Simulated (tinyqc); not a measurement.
Frequency dispersion of an accumulation capacitance by border traps, distributed model: two steps of the calculation.

Traps spread evenly through the insulator exchange electrons with the semiconductor by tunnelling, with tau(x) = t0 exp(2 ka x) at depth x from the interface. The admittance per area Y seen at depth x obeys dY/dx = -Y^2/(i w eps0 eox) + q Nb ln(1 + i w tau)/tau, with Y(0) = i w Cs and w = 2 pi f; the gate sees Y(tox) = G + i w C. Working variable y = Y/(i w), in uF/cm^2. Cox = eps0 eox/tox.

Inputs (values chosen for the exercise); permittivity close to that of aluminium oxide: relative permittivity of the insulator eox = 8.24; insulator thickness tox = 9.7 nm; semiconductor capacitance in accumulation Cs = 5 uF/cm^2; density of border traps Nb = 8.6e18 cm^-3 eV^-1; decay constant of the wave function in the insulator ka = 5.9 1/nm; time constant of a trap at the interface t0 = 3e-10 s; frequency f = 1e5 Hz; depth down to which the steps are taken xe = 1.2 nm.

Constants: q = 1.602176634e-19 C, eps0 = 8.8541878128e-14 F/cm where lengths are in cm. Results are converted to the units shown.

Task 1. Scales and lumped estimate. Cox; trap-free value 1/(1/Cox + 1/Cs); response depth d = ln(1/(w t0))/(2 ka), where w tau = 1; lumped estimate: all traps within d act as C_bt = q Nb d placed at d/2, so C = 1/{1/[1/(1/Cs + d/(2 eps0 eox)) + C_bt] + (tox - d/2)/(eps0 eox)}.

Wanted: Cox; trap-free C; d; C_bt; lumped C.

Result 1.

Cox = 0.75215 uF/cm^2
trap-free C = 0.65380 uF/cm^2
d = 0.72682 nm
C_bt = 0.10015 uF/cm^2
lumped C = 0.65642 uF/cm^2

The traps within reach amount to 0.0200 Cs and lie in the first 7.49 % of the insulator.

Task 2. Capacitance and conductance at the gate. Beyond xe the traps are ignored, so 1/y(tox) = 1/y(xe) + (tox - xe)/(eps0 eox); C = Re y, G/w = -Im y, loss tangent G/(w C).

y at xe = 2.8052978-0.0129675i uF/cm^2

Give: y at the gate; C; G/w; loss tangent.

Result 2.

y at the gate = 0.65724-0.00071i uF/cm^2
C = 0.65724 uF/cm^2
G/w = 7.1177e-4 uF/cm^2
loss tangent = 0.0010830

tinyqc, about 0.6 s, one thread, Intel Xeon 2.30GHz (shared host): `OMP_NUM_THREADS=1 python tinyqc.py 2202164 2202165 out.jsonl`
